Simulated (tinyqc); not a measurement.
What moves the results: two-band massive Dirac model of the K valleys. A value that a table varies takes the place of the one given here.

Basis (conduction, valence): H = [[D/2, a t (tau kx - i ky)], [a t (tau kx + i ky), -D/2 + lam tau sz]], valley tau = +/-1, spin sz = +/-1. The gap of a spin and valley is G = D - lam tau sz. Berry curvature Omega = curl of i<u|grad u>; for the conduction band Omega_c = -tau 2 a^2 t^2 G/(G^2 + 4 a^2 t^2 k^2)^(3/2), and Omega_v = -Omega_c.

Constants: hbar^2/2m0 = 3.80998211 eV angstrom^2.

Inputs chosen for the exercise (near those used for monolayer WSe2; not measured data): a = 3.317 angstrom (lattice constant); D = 1.71 eV (gap parameter); t = 1.2 eV (effective hopping); lam = 0.225 eV (half the valence spin splitting).

## Away from the valley

Flavour tau = +1, sz = +1. Parabolic transition energy G + 2 a^2 t^2 k^2/G; degree of circular polarisation eta = 2 cos(theta)/(1 + cos^2(theta)). The last column is the Berry flux of the conduction band inside |k|, over 2 pi: -(1 - cos(theta))/2, cos(theta) = G/(transition energy).

Along |k|:
```
|k| (1/angstrom)  transition (eV)  parabolic (eV)  Omega_c (angstrom^2)     eta  flux/2 pi
0.000                      1.4850          1.4850               -14.369  1.0000     0.0000
0.025                      1.4983          1.4983               -13.991  1.0000    -0.0044
0.050                      1.5374          1.5383               -12.949  0.9994    -0.0170
0.075                      1.6005          1.6050               -11.477  0.9972    -0.0361
0.100                      1.6849          1.6984                -9.837  0.9921    -0.0593
0.150                      1.9056          1.9651                -6.801  0.9697    -0.1104
0.200                      2.1772          2.3385                -4.559  0.9310    -0.1590
0.300                      2.8123          3.4054                -2.116  0.8258    -0.2360
```

What can be read from the table?

The curvature halves at |k| = 0.143 1/angstrom, where 2 a t k = 0.766 G. At 0.3 the parabola is 593 meV too high, eta has fallen only to 0.826, and the flux has reached -0.236 of the -1/2 that a whole cone holds. The real bands leave this model beyond about 0.1 to 0.2 1/angstrom, where trigonal warping and other bands enter.

## Hole doping of the spin-split valence bands

The Fermi level lies E below the top of the valence band. kF for the upper and lower band of valley +1 from the two-band energy; each flavour holds kF^2/(4 pi) holes per area and both valleys count. Spin polarisation within one valley; Berry flux removed from valley +1, the sum of (1 - cos(theta_F))/2 with cos(theta_F) = G/sqrt(G^2 + 4 a^2 t^2 kF^2), in units of 2 pi.

Holes:
```
E (meV)  kF upper (1/angstrom)  kF lower  p (1e12/cm^2)  spin polarisation in a valley  flux/2 pi
56.2                    0.0740    0.0000           8.71                          1.000     0.0352
112.5                   0.1065    0.0000          18.05                          1.000     0.0658
225.0                   0.1558    0.0000          38.65                          1.000     0.1163
337.5                   0.1970    0.0000          61.79                          1.000     0.1562
427.5                   0.2272    0.0000          82.13                          1.000     0.1827
495.0                   0.2487    0.0750         107.41                          0.833     0.2222
675.0                   0.3034    0.1751         195.28                          0.500     0.3324
900.0                   0.3681    0.2603         323.44                          0.333     0.4327
```

What can be read from the table?

Up to E = 2 lam = 450 meV, a density of 87.5e12/cm^2, only the upper band of this model is emptied and each valley is fully spin-polarised, oppositely in the two. Beyond it the polarisation falls, to 0.33 in the last row. The flux, times e^2/h, is in size the change of the Hall conductivity of one valley; the other valley cancels it in the charge current. Rows with kF above about 0.2 1/angstrom lie beyond the range of the model, and in real layers the valley at Gamma, close below in MoS2 and WS2, can take holes as well.

## What each parameter does

Flavour tau = sz = +1 at k = 0: gap G, mass c G/(a t)^2 with c = hbar^2/2m0, Omega_c, and the B - A splitting 2 lam. Each row changes one parameter from the base and keeps the others.

Results:
```
case                 G (eV)  mass (m0)  Omega_c (angstrom^2)  B - A (eV)
base                 1.4850     0.3571               -14.369      0.4500
a = 3.3833 angstrom  1.4850     0.3432               -14.949      0.4500
D = 1.881 eV         1.6560     0.3982               -11.555      0.4500
t = 1.32 eV          1.4850     0.2951               -17.387      0.4500
lam = 0.3375 eV      1.3725     0.3301               -16.821      0.6750
```

What does this show?

The largest shifts from the base row, up to three for each result and ties (the steps differ in size, so this ranks the rows, not the parameters). G (eV): D +0.1710, lam -0.1125; unchanged at the printed digits by a and t. mass (m0): t -0.0620, D +0.0411, lam -0.0271. Omega_c (angstrom^2): t -3.018, D +2.814, lam -2.452. B - A (eV): lam +0.2250; unchanged at the printed digits by a, D and t. The mass goes as G/(a t)^2 and the curvature as (a t)^2/G^2, so their product is -2c/G.

tinyqc: `OMP_NUM_THREADS=1 python tinyqc.py 1451369 1451370 out.jsonl`; about 0.01 s, one thread, shared Intel(R) Xeon(R) Processor @ 2.30GHz.
